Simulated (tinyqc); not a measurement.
Inside a calculation: donor near an oxide interface in a gate field (two-state model). Values are carried at full precision from step to step, so a last printed digit may differ when a step is redone from the rounded ones.

Interface at z = 0 (hard wall), donor at z = d, field F pulling electrons to the interface: potential e F z; 1 kV/cm = 1e-5 eV/angstrom, c = hbar^2/2m0, q = e^2/(4 pi eps0), Q = (eps - eo)/(eps + eo). Donor state: E_D = e F d - ED - q Q/(4 eps d), the last term joining the images of ion and electron. Interface state: z exp(-b z/2) exp(-rho^2/(2 L^2)) with E_z = c b^2/(4 mz) + 3 e F/b + q Q b/(8 eps), minimised over b; in the plane at z = 3/b the ion (distance D = d - 3/b) and its image (D' = d + 3/b) give E_rho = c/(mt L^2) - (q/eps)(sqrt(pi)/L)[erfcx(D/L) + Q erfcx(D'/L)], erfcx(x) = exp(x^2) erfc(x), minimised over L. E_I = E_z + E_rho.

Constants: hbar^2/2m0 = 3.80998211 eV angstrom^2; e^2/(4 pi eps0) = 14.39964547 eV angstrom.

Inputs chosen for the exercise (near those of a donor in Si below SiO2, static dielectric constants; not measured data): d = 60 angstrom (depth of the donor); ED = 43.5 meV (bulk binding energy); mz = 0.919 m0 (mass across the interface); mt = 0.191 m0 (mass in the plane); eps = 11.3 (dielectric constant of the semiconductor); eo = 3.9 (dielectric constant of the oxide); F = 125 kV/cm (field in the semiconductor); aD = 18.6 angstrom (donor radius); v = 0.48 (valley factor).

## The interface state across the interface

Solve c b/(2 mz) - 3 e F/b^2 + q Q/(8 eps) = 0; give Q, b, the three terms of E_z and <z> = 3/b.

Q = 0.4868
b = 0.11057 1/angstrom

kinetic, field and image terms (meV): 12.67  33.92  8.57

<z> = 27.1 angstrom

The image pushes the electron away from the oxide; without it <z> would be 24.6 angstrom.

## Binding in the plane

Give D, D', the best L, both terms and E_rho.

D, D' (angstrom): 32.9  87.1

L = 54.0 angstrom

kinetic and Coulomb terms (meV): 6.84  -29.78

E_rho = -22.94 meV

The bottom of the well lies at -45.9 meV, so the level is 50 % of the way up; L/D = 1.64. Above the critical field the ionised donor would thus still hold its electron as a dot at the interface.

## Where the electron sits

The two states couple by t = t0 exp(-D/aD) with t0 = q/(eps aD) (2 aD/L) sqrt(aD b/2) v, v a valley factor; this form is an estimate. With detuning u = E_D - E_I the splitting is sqrt(u^2 + 4 t^2) and the lower state has weight (1 - u/sqrt(u^2 + 4 t^2))/2 on the donor.

Give E_D, E_I, t, the splitting and the donor weight.

E_D, E_I (meV): 28.92  32.22

t = 3.92 meV
splitting = 8.52 meV
donor weight = 0.694

The electron is shared; the contact hyperfine coupling scales with the donor weight. With this t, the tunnelling time pi hbar/(2t) at a crossing would be 0.263 ps (hbar = 6.58212e-16 eV s); here the detuning is 0.843 t.

## Critical field

Find F at which E_D = E_I; compare the rule e F d = ED. The crossing width is 4t/(e D), with t and D formed anew at that field.

critical field = 135.6 kV/cm
ED/(e d) = 72.5 kV/cm
width = 45 kV/cm

The confinement energy E_z = 58.0 meV raises the field needed and the attraction E_rho = -22.7 meV lowers it; the result is 1.87 times the simple rule.

## Checks

- E_z without images against 1.5 x 6^(2/3)/2 (c (e F)^2/mz)^(1/3), meV: both 46.16.
- E_rho from the radial equation in the full Coulomb well against the Gaussian trial function, meV: -23.2 against -22.9.

tinyqc: `OMP_NUM_THREADS=1 python tinyqc.py 1250851 1250852 out.jsonl`; about 0.08 s, one thread, shared Intel(R) Xeon(R) Processor @ 2.30GHz.
